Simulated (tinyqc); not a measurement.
CMOS latch-up, two-transistor model: one step of the calculation.

A parasitic pnp (emitter at Vdd, base shunted by Rw) and npn (emitter at ground, base shunted by Rs) feed each other: the npn collector current flows out of the pnp base node, the pnp collector current into the npn base node. Forward-active transistors with constant gains: Icn = Isn exp(Vn/Vt), Icp = Isp (exp(Vp/Vt) - 1). A current Ii is injected into the npn base node.

Problem. The off branch. Node equations: Vp/Rw + Icp/bp = Icn and Vn/Rs + Icn/bn = Icp + Ii. Loop gain G = gn gp/[(1/Rw + gp/bp)(1/Rs + gn/bn)], gn = Icn/Vt, gp = (Icp + Isp)/Vt; the off state ends where G = 1, and Ii there is the trigger current. For each Vn: Icn, then Vp from the first equation, then Ii from the second.

Parameters, values chosen for the exercise; values close to those of bulk CMOS:
```
symbol,value,unit,meaning
T,325,K,temperature
bn,16.9,,current gain of the npn
bp,0.9,,current gain of the pnp
Isn,1.2e-14,A,saturation current of the npn at T
Isp,9.6e-14,A,saturation current of the pnp at T
Rs,1700,ohm,substrate resistance shunting the npn
Rw,2000,ohm,well resistance shunting the pnp
Ii,0.309,mA,current injected into the substrate
```

Constants: q = 1.602176634e-19 C, kB = 1.380649e-23 J/K, Vt = kB T/q. Results are converted to the units shown.

Vn, point 0 to 7 (V): 0.464  0.544  0.594  0.624  0.644  0.664  0.679  0.694

Find: Icn; Vp; Icp; Ii; G.

Solution.

```
point  Icn (mA)    Vp (V)   Icp (mA)  Ii (mA)          G
0      1.881e-4  3.762e-4  1.298e-12   0.2730  7.929e-11
1      0.003273  0.006547  2.528e-11   0.3202   1.701e-9
2       0.01951   0.03903  2.908e-10   0.3506   3.058e-8
3       0.05696    0.1139   5.512e-9   0.3704   1.149e-6
4        0.1163    0.2327   3.891e-7   0.3857   1.384e-4
5        0.2376    0.4709   0.001926   0.4027     0.9284
6        0.4059    0.5824     0.1032   0.3202      8.040
7        0.6935    0.6164     0.3468   0.1025      10.47
```

Ii peaks at 0.4027 mA, at Vn = 0.6642 V where G = 1; beyond it the loop feeds itself.

Program tinyqc, `OMP_NUM_THREADS=1 python tinyqc.py 2670027 2670028 out.jsonl`; Intel Xeon 2.30GHz, shared host, one thread, about 0.04 s.
